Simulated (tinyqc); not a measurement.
Monte Carlo simulation of one carrier in a uniform electric field: one step, computed by the program tinyqc. Command: `OMP_NUM_THREADS=1 python tinyqc.py 3002469 3002470 out.jsonl mcfl walk`. One thread of a shared host (Intel(R) Xeon(R) Processor @ 2.30GHz), about 3 s of CPU time with the checks.

The force e F acts along +z. Flights end at the constant total rate Gamma; the part of Gamma that the real rates do not fill is self-scattering, which leaves k unchanged. One valley, no impurities and no intervalley scattering.

Question. Flight 2. Parabolic band: E = hbar^2 k^2/(2 m), speed v = hbar k/m, states per spin, volume and energy g(E) = m k/(2 pi^2 hbar^2). Masses are multiplied by m_0 and all formulas are in SI units. Flight: t = -ln(r1)/Gamma; k_z grows by e F t/hbar; E follows from the band; dz = (E_end - E_start)/(e F). Use row 2 of the random numbers.

Inputs (values chosen for the exercise, modelled on CdS): effective mass m = 0.195 m_0; lattice temperature T = 300 K; electric field F = 0.39 kV/cm.

Crystal: polar. Band: parabolic.

k after event 1, the start of the next flight (1/nm): [0.2864828, -0.3454770, 0.3617102]

Random numbers (0.02 to 0.98, from up to 60 sets tried for early real events), one row a flight, columns r1, r2, r3, r4:
$$\begin{pmatrix}
0.1362 & 0.0871 & 0.0590 & 0.9325 \\
0.3276 & 0.1411 & 0.8210 & 0.7858 \\
0.5237 & 0.3745 & 0.8473 & 0.0212 \\
0.5271 & 0.3596 & 0.6288 & 0.3483 \\
0.2051 & 0.8091 & 0.5732 & 0.3053 \\
0.6928 & 0.1200 & 0.8455 & 0.9023 \\
0.2734 & 0.4445 & 0.8070 & 0.8883
\end{pmatrix}$$

Gamma = 84.25026 1e12/s

Constants: e = 1.602176634e-19 C; hbar = 1.054571817e-34 J s; m_0 = 9.1093837015e-31 kg.

Give: flight time t; k at the end of the flight; energy at the end; displacement dz.

Answer.

flight time t = 13.25 fs

k at the end of the flight (1/nm): [0.2865, -0.3455, 0.3625]

energy at the end = 65.03 meV

displacement dz = 2.847 nm
